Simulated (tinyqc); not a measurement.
Worked calculation: Hubbard chain of 6 sites. Computed by tinyqc, a small Python program that keeps every step. Settings: hopping = 1.85, U = 7.8, mixing = 1, iteration cap = 62. Command: `OMP_NUM_THREADS=1 python tinyqc.py 27873 27874 out.jsonl` (the two numbers bound the seeds that draw the settings). One thread of a shared host (Intel(R) Xeon(R) Processor @ 2.60GHz), about 0.3 s of CPU time with the checks. Later iterations appear only in the table of the cycle.

## Mean-field iteration 1

one-body matrix (hopping and site energies) (eV), lower triangle:
```
         1        2        3        4        5       6
1   0.0000
2  -1.8500   0.0000
3   0.0000  -1.8500   0.0000
4   0.0000   0.0000  -1.8500   0.0000
5   0.0000   0.0000   0.0000  -1.8500   0.0000
6   0.0000   0.0000   0.0000   0.0000  -1.8500  0.0000
```

U = 7.8000 eV

electrons, up and down: 2  2

mixing = 1

n(up) at the start (a guess, not normalised): 1 0.3830, 2 0.2830, 3 0.3830, 4 0.2830, 5 0.3830, 6 0.2830

n(down) at the start (a guess): 1 0.2830, 2 0.3830, 3 0.2830, 4 0.3830, 5 0.2830, 6 0.3830

H(up) = T + U n(down), H(down) = T + U n(up); fill the lowest levels; n(new) = n + mixing (n(out) - n); E = tr T (rho up + rho down) + U sum n_up n_down of the output.

levels, up (eV): -0.7589  0.2578  1.6864  3.5084  4.9370  5.9537

levels, down (eV): -0.7589  0.2578  1.6864  3.5084  4.9370  5.9537

energy = -5.7120 eV

n(up) after iteration 1: 1 0.2638, 2 0.3807, 3 0.3659, 4 0.2848, 5 0.5118, 6 0.1931

n(down) after iteration 1: 1 0.1931, 2 0.5118, 3 0.2848, 4 0.3659, 5 0.3807, 6 0.2638

## Mean-field iteration 2

As before.

levels, up (eV): -0.6247  0.2806  1.2824  3.1938  5.2412  6.2268

levels, down (eV): -0.6247  0.2806  1.2824  3.1938  5.2412  6.2268

energy = -5.6122 eV

n(up) after iteration 2: 1 0.4325, 2 0.2659, 3 0.3388, 4 0.2922, 5 0.3696, 6 0.3009

n(down) after iteration 2: 1 0.3009, 2 0.3696, 3 0.2922, 4 0.3388, 5 0.2659, 6 0.4325

## Convergence

Each step fills the lowest levels of T + U n(other spin) and sets n(new) = n + mixing (n(out) - n); stop when output and input agree to 1e-8.

Course of the cycle:
```
iteration     E (eV)  largest |n(out) - n(in)|  mean |n_up - n_down|
1          -5.712027                  1.29e-01                0.0943
2          -5.612243                  1.69e-01                0.0939
3          -5.535139                  1.80e-01                0.0849
4          -5.348287                  3.20e-01                0.1418
5          -5.479323                  2.69e-01                0.1201
6          -5.745976                  4.24e-01                0.2782
7          -6.212372                  2.51e-01                0.2601
8          -6.517576                  2.64e-01                0.3814
9          -6.595851                  1.40e-01                0.3423
10         -6.662028                  1.37e-01                0.4241
11         -6.688175                  1.06e-01                0.3753
...              ...                       ...                   ...
52         -6.788282                  8.70e-05                0.4225
53         -6.788282                  7.29e-05                0.4225
54         -6.788282                  6.12e-05                0.4225
55         -6.788282                  5.13e-05                0.4225
56         -6.788282                  4.30e-05                0.4225
57         -6.788282                  3.60e-05                0.4225
58         -6.788282                  3.02e-05                0.4225
59         -6.788282                  2.53e-05                0.4225
60         -6.788282                  2.12e-05                0.4225
61         -6.788282                  1.78e-05                0.4225
62         -6.788282                  1.49e-05                0.4225
```

Not converged within 62 iterations: the residual falls steadily but slowly, by a factor of about 0.84 a step. The lowest mean-field energy found from random starts is -6.78828 eV. Reruns (cap 100 unless said): mixing 0.2: not converged; mixing 0.5: not converged; mixing 0.9: converged in 57 (E = -6.78828); the original settings with a cap of 400: converged in 104 (E = -6.78828).

## Exact diagonalisation (225 states)

Lowest levels of the sector, and the double occupancy of the lowest state.

lowest levels (eV): -8.0952  -7.4532  -6.7769  -6.4292  -6.4133  -6.0107

double occupancy per site = 0.0347

## The lowest level by Lanczos steps

From a random start vector (not printed): a_j = <q_j|H|q_j>, b_j = norm of the remainder after orthogonalising; the Ritz value is the lowest eigenvalue of the tridiagonal matrix of a and b so far.

Lanczos:
```
j   a_j (eV)  b_j (eV)  lowest Ritz value (eV)
1     2.3967    8.0656                2.396667
2     4.9921    8.3739               -4.474905
3     7.0194    6.8892               -6.967885
4     6.1175    6.7635               -7.684903
5     6.6688    6.9539               -7.926910
6     6.8559    6.7013               -8.021036
7     6.3865    6.9417               -8.058045
8     7.1758    7.1057               -8.073978
9     6.5742    7.7308               -8.081520
10    6.1450    6.7061               -8.086998
```
